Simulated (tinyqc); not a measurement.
Worked calculation: propagation of a band-gap error through k.p and effective-mass formulas. Values are carried at full precision from step to step, so a last printed digit may differ when a step is redone from the rounded ones.

Chain, for a gap E (the reference Eg or another value), with Ep and Dso kept: 1/me = 1 + Ep (E + 2 Dso/3)/(E (E + Dso)); g* = 2 - 2 Ep Dso/(3 E (E + Dso)); g1(E) = g1 + (Ep/3)(1/E - 1/Eg), g2(E) = g2 + (Ep/6)(1/E - 1/Eg), light hole 1/(g1 + 2 g2), heavy hole 1/(g1 - 2 g2) along [100]; optical constant ei(E) = 1 + (ei - 1)(EP/(EP + E - Eg))^2, static e0(E) = ei(E) + e0 - ei.

Constants: Ry = 13.60569312 eV; a0 (Bohr radius) = 0.5291772105 angstrom; kB = 8.617333262e-05 eV/K; hbar^2/2m0 = 3.80998211 eV angstrom^2.

Parameters, chosen for this exercise (reference values near those of InAs, gap at low temperature; shifted at random, so the results belong to these values and not to a real crystal): Eg = 0.417 eV (gap at Gamma to the s-like level); Dso = 0.387 eV (spin-orbit splitting); Ep = 21.5 eV (Kane energy); g1 = 20.09 (Luttinger gamma1); g2 = 8.48 (gamma2); e0 = 15.29 (static dielectric constant); ei = 12.27 (optical dielectric constant); EP = 4.61 eV (mean (Penn) gap); Eg2 = 0.246 eV (a wrong gap); mh = 0.52 m0 (density-of-states mass of the holes); T = 300 K (temperature); k = 0.033 1/angstrom (wave vector).

## Masses, g factor and screening for both gaps

Evaluate the chain at Eg and at Eg2.

Band values at the two gaps:

| quantity | at Eg | at Eg2 | ratio |
|---|---|---|---|
| me | 0.02258 | 0.01417 | 0.627 |
| g* | -14.54 | -33.62 | - |
| g1 | 20.09 | 32.04 | 1.595 |
| g2 | 8.480 | 14.45 | 1.704 |
| light hole | 0.02699 | 0.01641 | 0.608 |
| heavy hole | 0.3195 | 0.3195 | 1.000 |
| ei | 12.27 | 13.16 | 1.072 |
| e0 | 15.29 | 16.18 | 1.058 |

The gap is off by a factor of 0.59; the electron mass follows with 0.63 and the light hole with 0.61, while the heavy hole, which does not couple to the conduction level, keeps its value. The optical constant changes less, by +7 %, as it answers to the mean gap, which shifts by the same -0.17 eV on a base of 4.61 eV. g* moves by -19.08; remote bands, left out here, shift it by tenths or, where it is large, by some per cent.

## Binding energies and densities for both gaps

Donor: R = Ry me/e0^2, a_B = a0 e0/me, Mott density (0.26/a_B)^3. Nc, Nv = 2 (m kT/(4 pi c))^(3/2), c = hbar^2/2m0, ni = sqrt(Nc Nv) exp(-E/2kT). Exciton: Ry mu/e0^2 with 1/mu = 1/me + g1(E). 1 angstrom^-3 = 1e24 cm^-3.

Use the values of the table.

Results:

| quantity | at Eg | at Eg2 | ratio |
|---|---|---|---|
| R (meV) | 1.314 | 0.7367 | 0.561 |
| a_B (angstrom) | 358.3 | 604.2 | 1.69 |
| Mott density (cm^-3) | 3.820e+14 | 7.969e+13 | 0.209 |
| Nc (cm^-3) | 8.515e+16 | 4.231e+16 | 0.497 |
| ni (cm^-3) | 2.813e+14 | 5.417e+15 | 19.3 |
| exciton (meV) | 0.9040 | 0.5067 | 0.561 |

Power laws carry the error on: the donor energy (me/e0^2) by a factor of 0.561, the Mott density (cube of me/e0) by 0.209. ni, with its exponential, changes by a factor of 19.3, that is 1.3 decades.

## A scissor shift and what it does not mend

A rigid shift D = Eg - Eg2 of the conduction band restores the gap but leaves the curvature, so the mass stays me(Eg2); redoing the sum 1/m = 1 + Ep (E + 2 Dso/3)/(E (E + Dso)) with E = Eg and the same Ep gives another mass. For optics, eps2 at the edge goes as |p|^2/E^2: a rigid shift keeps the dipole elements p/E, while shifting the energies under unchanged p scales eps2 by (Eg2/Eg)^2.

shift D = 0.171 eV
mass under a rigid shift = 0.0142 m0
mass from the sum with the corrected gap = 0.0226 m0
factor on eps2 if p is left unscaled = 0.348

The rigid shift leaves the mass off by a factor of 0.63. The mass from the corrected gap is the reference me(Eg) here, because the exercise keeps Ep fixed; a real correction of the gap depends on k and changes Ep as well.

## Far from the edge the relative error shrinks

Two-level dispersion E(k) = sqrt(E^2/4 + Ep c k^2) - E/2 at k/4, k, 4k for both gaps, c = hbar^2/2m0.

Energies above the edge:

| k (1/angstrom) | at Eg (eV) | at Eg2 (eV) | ratio |
|---|---|---|---|
| 0.00825 | 0.0130 | 0.0209 | 1.611 |
| 0.03300 | 0.1557 | 0.2000 | 1.284 |
| 0.13200 | 1.0042 | 1.0780 | 1.073 |

The ratio tends to Eg/Eg2 = 1.70 at k = 0 and goes from 1.611 to 1.073: at large k both curves approach the same slope sqrt(Ep c), while their distance in eV grows towards |Eg - Eg2|/2.

## Checks

- Chain at E = Eg against the inputs g1, g2, ei, e0: they agree to 1e-10 or better.

Program tinyqc; command `OMP_NUM_THREADS=1 python tinyqc.py 1880686 1880687 out.jsonl`; about 0.01 s on one thread of a shared Intel(R) Xeon(R) Processor @ 2.30GHz.
